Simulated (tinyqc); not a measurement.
## Voltage drop against the pad pitch

A grid of 17 by 17 nodes with segments Rx (rows) and Ry (columns); every node draws I1 and the central node kh I1; pads with resistance Rp sit at the nodes whose row and column are multiples of the pitch, counting from 0. The drops u = Vdd - V follow from G u = i, with G the conductance matrix and i the load currents, solved directly.

Inputs (values chosen for the exercise): supply voltage Vdd = 0.75 V; resistance of a horizontal segment Rx = 0.34 ohm; resistance of a vertical segment Ry = 0.91 ohm; resistance from a pad node to the supply Rp = 0.19 ohm; factor on the load at the hot node kh = 1; load current of a node in the large grid I1 = 0.32 mA.

Result of one run:
```
pitch (nodes)	pads	worst drop (mV)	mean drop (mV)	largest drop at a pad (mV)	largest pad current (mA)	worst drop over Vdd (%)
16	4	23.61	20.01	4.393	23.12	3.148
```

What becomes of these results when the pad pitch is changed from 16 to 8 nodes, all else the same?

Result of the changed run:
```
pitch (nodes)	pads	worst drop (mV)	mean drop (mV)	largest drop at a pad (mV)	largest pad current (mA)	worst drop over Vdd (%)
8	9	6.631	5.631	2.955	15.55	0.8842
```

The whole series:
```
pitch (nodes)	pads	worst drop (mV)	mean drop (mV)	largest drop at a pad (mV)	largest pad current (mA)	worst drop over Vdd (%)
1	289	0.06080	0.06080	0.06080	0.3200	0.008107
2	81	0.4411	0.3316	0.2423	1.275	0.05882
4	25	1.840	1.438	0.9113	4.796	0.2453
8	9	6.631	5.631	2.955	15.55	0.8842
16	4	23.61	20.01	4.393	23.12	3.148
```

The worst drop goes from 0.0608 to 23.6 mV while the number of pads falls from 289 to 4; between the last two rows it goes as pitch^(1.83). The largest drop at a pad is 100 % of the worst drop in the first row and 18.6 % in the last; the rest falls along the wires.

tinyqc, about 0.1 s, one thread, Intel Xeon 2.30GHz (shared host): `OMP_NUM_THREADS=1 python tinyqc.py 2770223 2770224 out.jsonl`
